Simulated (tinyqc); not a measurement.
## Gate sheet resistance from two finger widths

Problem. At low frequency R = Rsh Wf/(3 L) + B/Wf, where B collects the channel and vertical terms. Find Rsh, B and the width of lowest R.

Parameters, values chosen for the exercise: channel length L = 1.9 um.

input resistance of single fingers, contacted at one end, of width 0.88 and 6.1 um (ohm): [263.98820, 55.897900]

Solution. R Wf is a straight line in Wf^2; the minimum of R lies where both terms are equal.

Rsh = 17.00 ohm/square
B = 230.0 ohm um
width of lowest R = 8.782 um

tinyqc, about 0.01 s, one thread, Intel Xeon 2.30GHz (shared host): `OMP_NUM_THREADS=1 python tinyqc.py 2262208 2262209 out.jsonl`
